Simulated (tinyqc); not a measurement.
Non-radiative capture by multiphonon emission, one effective mode: one step, computed by the program tinyqc.

The initial state (free carrier plus empty centre) lies dE above the final state; both have the same frequency and are displaced by dQ.

Task: Scaled coefficient, cross-section and lifetime. Sommerfeld factor of an attractive centre: s(k) = 2 pi nu/(1 - exp(-2 pi nu)), nu = sqrt(Ry*/E), Ry* = Ry m/eps^2, averaged over (2/sqrt(pi)) sqrt(x) exp(-x) dx with x = E/k_B T = t^2 (trapezoid, t to 6 in steps of 0.01). C = s C_0; v = sqrt(3 k_B T/m); sigma = C/v; tau = 1/(C N_t).

Inputs (values chosen for the exercise, with mass, screening and phonons like those of GaSb): carrier mass m = 0.404 m_0; dielectric constant eps = 15.6; temperature T = 120 K; defect density N_t = 3e+15 cm^-3.

Centre: attractive.

C_0 = 2.595974e-09 cm^3/s

Constants: Ry = 13.605693123 eV; k_B = 8.617333262e-05 eV/K; k_B = 1.380649e-23 J/K; m_0 = 9.1093837015e-31 kg.

Give: Sommerfeld factor s; capture coefficient C; thermal velocity v; cross-section sigma; capture time.

Result:

Sommerfeld factor s = 10.49

capture coefficient C = 2.722e-08 cm^3/s

thermal velocity v = 1.162e+07 cm/s

cross-section sigma = 2.343e-15 cm^2

capture time = 1.224e-08 s
